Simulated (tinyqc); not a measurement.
# Which input was changed?

Model: carrier lifetime from Shockley-Read-Hall, radiative, Auger and surface recombination. Computed by tinyqc, a small Python program. Command: `OMP_NUM_THREADS=1 python tinyqc.py 3002048 3002049 out.jsonl lifetime which`. One thread of a shared host (Intel(R) Xeon(R) Processor @ 2.30GHz), about 0.1 s of CPU time with the checks.

Energies are counted from the top of the valence band. Boltzmann statistics, full ionisation, and equal excess densities of electrons and holes.

Inputs (values chosen for the exercise, with bands modelled on GaSb):
```
quantity                          value        unit
gap E_g                           0.721          eV
electron mass m_e                 0.038         m_0
valleys M_c                           1           -
hole mass m_h                     0.408         m_0
temperature T                       300           K
doping N                        1.9e+17       cm^-3
trap level E_t                    0.349          eV
trap density N_t                1.1e+11       cm^-3
electron cross-section sigma_n  1.1e-14        cm^2
hole cross-section sigma_p      8.3e-16        cm^2
radiative coefficient B         6.2e-10      cm^3/s
Auger coefficient C_n           4.3e-30      cm^6/s
Auger coefficient C_p           1.8e-31      cm^6/s
excess density dn               1.8e+14       cm^-3
generation rate G               2.1e+18  cm^-3 s^-1
diffusion coefficient D              42      cm^2/s
surface velocity S                 1900        cm/s
thickness W                          58  micrometre
```

Doping: n-type. Surface term: two equal surfaces.

Constants: m_0 = 9.1093837015e-31 kg; k_B = 1.380649e-23 J/K; h = 6.62607015e-34 J s; k_B = 8.617333262e-05 eV/K.

Method:
- N_c = 2 M_c (2 pi m_e k_B T/h^2)^(3/2) and N_v = 2 (2 pi m_h k_B T/h^2)^(3/2), masses in units of m_0.
- n_i = sqrt(N_c N_v) exp(-E_g/2 k_B T); majority density N/2 + sqrt(N^2/4 + n_i^2), minority density n_i^2 over it.
- v = sqrt(3 k_B T/m) with m_e or m_h; tau_n0 = 1/(sigma_n v_n N_t), tau_p0 = 1/(sigma_p v_p N_t); n1 = N_c exp(-(E_g - E_t)/k_B T), p1 = N_v exp(-E_t/k_B T).
- The slowest diffusion mode has x tan x = S W/(2 D) with 0 < x < pi/2 (bisection), and tau_s = W^2/(4 x^2 D). The common approximation is W/(2 S) + W^2/(pi^2 D).
- With n = n_0 + dn, p = p_0 + dn and U/dn = 1/tau: (n p - n_i^2)/dn = n_0 + p_0 + dn = s; 1/tau_SRH = s/[tau_p0 (n + n1) + tau_n0 (p + p1)]; 1/tau_rad = B s; 1/tau_Aug = (C_n n + C_p p) s; the rates add, with 1/tau_s.
- Radiative efficiency = tau_eff/tau_rad; effective diffusion length = sqrt(D tau_eff).
- dn solves dn/tau_eff(dn) = G (60 bisections in ln dn between 1e-2 and 1e22 cm^-3); the splitting of the quasi-Fermi levels is k_B T ln(n p/n_i^2).

Question. One of these inputs alone was changed, within the range given: electron cross-section sigma_n (5.5e-15 to 2.2e-14); radiative coefficient B (3.1e-10 to 1.24e-09); thickness W (29 to 116); diffusion coefficient D (21 to 84). Which one, and to what value?

Results:
```
run     effective diffusion length at dn (micrometre)  quasi-Fermi splitting under G (eV)  radiative efficiency at dn
before                                       5.948481                           0.2115881                   0.9933890
after                                        7.051623                           0.2203820                   0.9907097
```

Answer.

Each candidate set to reproduce effective diffusion length at dn, and what it then gives:
```
candidate                                   range searched  value needed  quasi-Fermi splitting under G (eV)  radiative efficiency at dn
electron cross-section sigma_n (cm^2)   5.5e-15 to 2.2e-14     no effect                                   -                           -
radiative coefficient B (cm^3/s)       3.1e-10 to 1.24e-09     4.400e-10                             0.22038                     0.99071
thickness W (micrometre)                         29 to 116  out of reach                                   -                           -
diffusion coefficient D (cm^2/s)                  21 to 84         59.03                             0.21159                     0.99332
```

Only radiative coefficient B fits every result: it went from 6.2e-10 to 4.40e-10 cm^3/s. The next best candidate, diffusion coefficient D, misses one result by 4.0 %.

Caution: the doping is near the effective density of states, where Boltzmann statistics fail and the gap narrows.
